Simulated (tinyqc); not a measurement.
Three regimes over temperature: precursor delivery and alloy composition in metal-organic vapour-phase epitaxy. Computed by tinyqc, a small Python program. Command: `OMP_NUM_THREADS=1 python tinyqc.py 3027696 3027697 out.jsonl movpe walk`. One thread of a shared host (Intel(R) Xeon(R) Processor @ 2.30GHz), about 0.01 s of CPU time with the checks.

Carrier gas leaves each bubbler saturated. Group-III species cross a boundary layer and react at the surface; element 2 can also desorb. The film is (1)_(1-x) (2)_x V with a zinc-blende cell.

Inputs (values chosen for the exercise, close to those used for InGaP from TEGa and TMIn): source 1: a in log10(p/torr) = a - b/T = 8.08; source 1: b = 2162 K; source 1: bath temperature = 19 C; source 1: carrier flow = 17 sccm; source 2: a = 10.52; source 2: b = 3014 K; source 2: bath temperature = 19 C; source 2: carrier flow = 70 sccm; bubbler pressure p_b = 1000 torr; group-V hydride flow = 300 sccm; total flow = 5.3 slm; reactor pressure p = 200 torr; diffusivity D0 at 273.15 K and 760 torr = 0.31 cm^2/s; boundary layer delta = 1.3 cm; prefactor of the surface rate k_s = 1.7e+13 cm/s; energy of k_s = 1.97 eV; prefactor of the loss of element 2 = 6.6e+15 layers/s; energy of the loss = 3.11 eV; lattice constant a = 5.65 angstrom.

Constants: k_B = 1.380649e-23 J/K; k_B = 8.617333262e-05 eV/K.

Method:
- Temperatures in kelvin are T(C) + 273.15.
- Vapour pressure p_v = 10^(a - b/T); precursor flow = carrier flow x p_v/(p_b - p_v); 1 sccm = 44.615 micromol/min; V/III = hydride flow over the sum of both; gas share x_g = F2/(F1 + F2).
- Partial pressure p_i = p F_i/(44615 x total flow in slm); density n_i = p_i/(k_B T), 1 torr = 133.322 Pa; D = D0 (T/273.15)^1.75 (760/p), h = D/delta, the same for both; k_s = prefactor x exp(-energy/(k_B T)); arrival J_i = n_i/(1/h + 1/k_s); in layers per second g_i = J_i a^2/2 (two group-III sites per a^2 on (001)).
- Loss of element 2 is r x with r = prefactor x exp(-energy/(k_B T)). Then x = (g2 - r x)/(g1 + g2 - r x), or r x^2 - (g1 + g2 + r) x + g2 = 0, smaller root; growth rate G = g1/(1 - x) layers/s; one layer is a/2 thick, 1 angstrom/s = 0.36 um/h.

molar flows (micromol/min): F1 3.64505, F2 4.99637

gas share x_g = 0.578189

Growth:
```
T (C)       k_s/h  r (layers/s)        x  G (um/h)
450    6.3675e-02    1.3974e-06  0.57818   0.04722
500    4.3757e-01    3.5238e-05  0.57815   0.25243
550    2.3628e+00    6.0036e-04  0.57794   0.61045
600    1.0454e+01    7.3923e-03  0.57597   0.82496
650    3.9160e+01    6.9348e-02  0.55937   0.88433
700    1.2745e+02    5.1687e-01  0.44541   0.74379
750    3.6799e+02    3.1657e+00  0.15816   0.51136
800    9.5871e+02    1.6376e+01  0.03579   0.46350
850    2.2853e+03    7.3183e+01  0.00847   0.46668
```

What does the comparison show, and why?

G peaks at 650 C among these rows. Between the first rows the apparent energy is 1.62 eV, against 1.97 eV for k_s, as control is already mixed; k_s passes h between 500 and 550 C, well above which G depends weakly on T until desorption sets in. Among these rows x stays within 2 % of x_g up to 600 C and then falls, to 0.0085 in the last row, as element 2 desorbs. Caution: in these rows, too, a is fixed and both precursors share one D and k_s.

Extremes, crossings and ranges named in words are read from the listed rows.
